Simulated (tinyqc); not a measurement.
# Tunnelling through a gate dielectric, WKB transmission and Tsu-Esaki current: two studies

Electrons leave the emitter at x = 0. Energies E (motion across the layers) are in eV from the emitter Fermi level; the collector Fermi level lies at -V and offers states at every E. No charge in the dielectric and no image force: F1 = V/t1, U = phi1 - F1 x. With C = hbar^2/(2 m0), kappa = sqrt(m (U - E)/C) where U > E and 0 elsewhere; T(E) = exp(-S), S = 2 times the integral of kappa over x.

Parameters, values chosen for the exercise; dielectric values close to those of silicon dioxide: temperature T = 350 K; Fermi energy of the emitter above its band bottom Ef = 0.18 eV; emitter mass in the supply function me = 0.74 m0; barrier of layer 1 above the emitter Fermi level at zero bias phi1 = 2.98 eV; tunnelling mass of layer 1 m1 = 0.48 m0; thickness of layer 1 t1 = 1.3 nm.

Constants: q = 1.602176634e-19 C, kB = 1.380649e-23 J/K, hbar = 1.054571817e-34 J s, m0 = 9.1093837015e-31 kg, Vt = kB T/q, hbar^2/(2 m0) = 0.0380998212 eV nm^2. Results are converted to the units shown.

Each table varies one quantity; the others keep the values above.

## A Fowler-Nordheim plot

The thickness is set to t1 = 6.6 nm and V = F t1. Each layer adds (2/F) sqrt(m/C) [G(u at its left edge) - G(u at its right edge)] to S, with u = U - E (0 where negative) and G(u) = (2/3) u^1.5. J = J0 times the integral of T(E) N(E) dE, N = ln[(1 + exp(-E/Vt))/(1 + exp((-E - V)/Vt))], J0 = q^2 me m0 kB T/(2 pi^2 hbar^3) (times 1e-4 for A/cm^2 per eV), from E = -Ef to far above the barrier (T = 1 there), by quadrature converged to the digits shown. The closed formula is J = A F^2 exp(-B/F), A = q^2 me/(16 pi^2 hbar m1 phi1) (A/V^2 with phi1 in volts), B = (4/3) sqrt(m1/C) phi1^1.5 (V/nm), C = hbar^2/(2 m0); it assumes zero temperature, a deep Fermi sea and S linear in E.

Result of one run:
```
F (V/nm)  J (A/cm^2)  J by the formula (A/cm^2)  ln(J/F^2), F in V/cm
0.71        7.415e-8                   5.157e-8                -47.97
```

What becomes of these results when the field F is changed from 0.71 to 1.06 V/nm, all else the same?

Result of the changed run:
```
F (V/nm)  J (A/cm^2)  J by the formula (A/cm^2)  ln(J/F^2), F in V/cm
1.06        0.007976                   0.009497                -37.18
```

The whole series:
```
F (V/nm)  J (A/cm^2)  J by the formula (A/cm^2)  ln(J/F^2), F in V/cm
0.6        1.317e-10                  6.855e-11                -53.97
0.71        7.415e-8                   5.157e-8                -47.97
0.83        1.154e-5                   1.002e-5                -43.23
0.94        3.894e-4                   3.980e-4                -39.96
1.06        0.007976                   0.009497                -37.18
1.17         0.07428                     0.1003                -35.15
1.29          0.5519                     0.8445                -33.34
1.4            2.573                      4.382                -31.96
```

The slope of ln(J/F^2) against 1/F between the end rows is -23.10 V/nm, against B = 24.35 V/nm; read as B it gives phi1 = 2.88 eV. The integrated current is 92 % above the formula in the first row and 41 % below it in the last. The shortfall in the last row comes from the shallow Fermi sea, which cuts off supply that the formula counts. The excess in the first row is thermal: at 20 K it is gone. In 4 of the 8 rows the field exceeds 10 MV/cm (up to 14.0), more than most dielectrics sustain; the model ignores breakdown.

## Current against voltage

Same model as above.

Current against voltage:
```
V (V)  S at E = 0  T(E = 0)  J (A/cm^2)  mean E of the current (eV)
0.2         15.66  1.580e-7       24.67                     -0.1004
0.43        15.34  2.174e-7       34.47                     -0.1012
0.65        15.03  2.975e-7       46.91                     -0.1010
0.88        14.69  4.173e-7       65.36                     -0.1007
1.1         14.35  5.831e-7       90.69                     -0.1005
1.32        14.01  8.246e-7       127.2                     -0.1002
1.55        13.63  1.202e-6       183.8                    -0.09991
1.77        13.25  1.752e-6       265.2                    -0.09956
2           12.84  2.652e-6       396.4                    -0.09913
```

Read the table: what changes, and by how much?

J rises from 24.7 to 396 A/cm^2, by 0.632 decades a volt between the first two rows and 0.759 between the last two. In every row the band edge stays above E = 0, so all is direct tunnelling at the Fermi level. In 4 of the 9 rows the field exceeds 10 MV/cm (up to 15.4), more than most dielectrics sustain; the model ignores breakdown.

Program tinyqc, `OMP_NUM_THREADS=1 python tinyqc.py 2540011 2540012 out.jsonl`; Intel Xeon 2.30GHz, shared host, one thread, about 0.02 s.
